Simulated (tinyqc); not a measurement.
The mobility curve: inversion-layer mobility, back-scattering and ballistic limit of a field-effect transistor. Computed by tinyqc, a small Python program. Command: `OMP_NUM_THREADS=1 python tinyqc.py 3016717 3016718 out.jsonl mos walk`. One thread of a shared host (Intel(R) Xeon(R) Processor @ 2.30GHz), about 0.01 s of CPU time with the checks.

The charge at the top of the source barrier is fixed by the gate; series resistance and short-channel effects are left out. F_j are Fermi integrals normalised to exp(eta) in the classical limit.

Inputs (values chosen for the exercise, modelled on a strained silicon n-channel): weight w of the inversion charge = 0.5; permittivity eps = 11.7; phonon mobility at 1 MV/cm and 300 K, mu_ph = 600 cm^2/(V s); roughness mobility at 1 MV/cm, mu_sr = 2000 cm^2/(V s); Coulomb mobility at N_inv = 1e12/cm^2, mu_C = 830 cm^2/(V s); electrical oxide thickness t_inv = 5.2 nm; depletion charge N_dep = 1.2e+12 1/cm^2; temperature T = 300 K.

Statistics at the top of the barrier: Fermi-Dirac.

Constants: eps_0 = 8.8541878128e-12 F/m; e = 1.602176634e-19 C.

Method. N_inv = 3.9 eps_0 (V_G - V_T)/(e t_inv); effective field E_eff = e (N_dep + w N_inv)/(eps eps_0). mu_phonon = mu_ph (E_eff/1 MV/cm)^(-0.3) (T/300 K)^(-1.75); mu_rough = mu_sr (E_eff/1 MV/cm)^(-2); mu_Coulomb = mu_C (N_inv/1e12 cm^-2) (T/300 K); Matthiessen's rule adds 1/mu.

Mobilities (cm^2/(V s)):
```
V_G - V_T (V)  N_inv (1/cm^2)  E_eff (MV/cm)  phonon  roughness  Coulomb   total
0.03               1.2434e+11        0.19521  979.50      52486    103.2   93.20
0.06               2.4869e+11        0.20482  965.47      47674    206.4  169.45
0.12               4.9737e+11        0.22405  939.82      39841    412.8  284.78
0.20               8.2895e+11        0.24969  909.76      32079    688.0  387.03
0.35               1.4507e+12        0.29777  862.95      22556   1204.1  491.72
0.50               2.0724e+12        0.34585  825.06      16721   1720.1  539.61
0.75               3.1086e+12        0.42598  775.06      11022   2580.1  565.44
1.00               4.1448e+12        0.50610  736.00       7808   3440.2  562.60
1.50               6.2171e+12        0.66636  677.70       4504   5160.2  528.71
```

What does the comparison show, and why?

The lowest part is Coulomb from 0.0300 to 0.200, phonon from 0.350 to 1.50 V. The total peaks at 565 near E_eff = 0.43 MV/cm: screening lifts it at low density and the field presses it down at high density.

Extremes, crossings and ranges named in words are read from the listed rows.
